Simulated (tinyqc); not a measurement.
# Worked calculation: sub-threshold conduction and electro-thermal threshold of an amorphous chalcogenide

Numbers from tinyqc (`OMP_NUM_THREADS=1 python tinyqc.py 2490071 2490072 out.jsonl`; about 0.01 s on one thread of a shared Intel Xeon 2.30GHz). Printed values are rounded.

Trap-limited conduction: I = I0 exp(-Ea/kB T) sinh(q V dz/(2 ua kB T)), I0 = 2 q A Nt dz/ta. One lumped temperature T = T0 + Rt I V. The threshold is the largest V for which a steady state exists on the low-current branch.

Inputs (values chosen for the exercise); values of the order of Ge-Sb-Te and related chalcogenides:
- T0 = 358 K (ambient temperature)
- A = 1400 nm^2 (cross-section)
- ua = 23 nm (amorphous thickness)
- dz = 6.3 nm (distance between traps)
- Ea = 0.35 eV (activation energy)
- Nt = 9.5e18 cm^-3 (trap density)
- ta = 1e-14 s (attempt time)
- Rt = 7.9 K/uW (thermal resistance)
- V = 1.1 V (voltage across the amorphous layer)

Constants: q = 1.602176634e-19 C, kB = 1.380649e-23 J/K. Results are converted to the units shown.

Range of the model: Purely electronic switching mechanisms, filaments and series resistance are left out.

## Isothermal quantities

I0, the low-field resistance 2 ua kB T0 exp(Ea/kB T0)/(q dz I0), the slope voltage V0 = 2 ua kB T0/(q dz), and I at V without heating.

I0 = 2.68493 mA
low-field resistance = 7.09411 Mohm
V0 = 0.225254 V
I without heating = 2.09672 uA

## Iteration 1: self-heating

T at the start = 358 K

I at the present T, then T(new) = T0 + Rt I V.

I = 2.09672 uA
T after iteration 1 = 376.220 K

## Iteration 2: self-heating

As before.

I = 2.86706 uA
T after iteration 2 = 382.915 K

## Course of the iteration

Stop when T changes by less than 1e-7 K; give up above 900 K or after 200 iterations.

Course of the iteration:
```
iteration  T(new) (K)   I (uA)  change (K)
1             376.220  2.09672        18.2
2             382.915  2.86706        6.69
3             385.742  3.19239        2.83
4             386.998  3.33689        1.26
5             387.567  3.40244       0.570
6             387.828  3.43247       0.261
7             387.948  3.44627       0.120
8             388.003  3.45264      0.0553
9             388.029  3.45557      0.0255
...               ...      ...         ...
18            388.051  3.45808     2.42e-5
19            388.051  3.45808     1.12e-5
20            388.051  3.45808     5.16e-6
21            388.051  3.45808     2.38e-6
22            388.051  3.45808     1.10e-6
23            388.051  3.45808     5.08e-7
24            388.051  3.45808     2.34e-7
25            388.051  3.45808     1.08e-7
26            388.051  3.45808     4.99e-8
```

Converged in 26 iterations. The loop gain dT(new)/dT is 0.46; it reaches 1 at the threshold, 1.168 V.
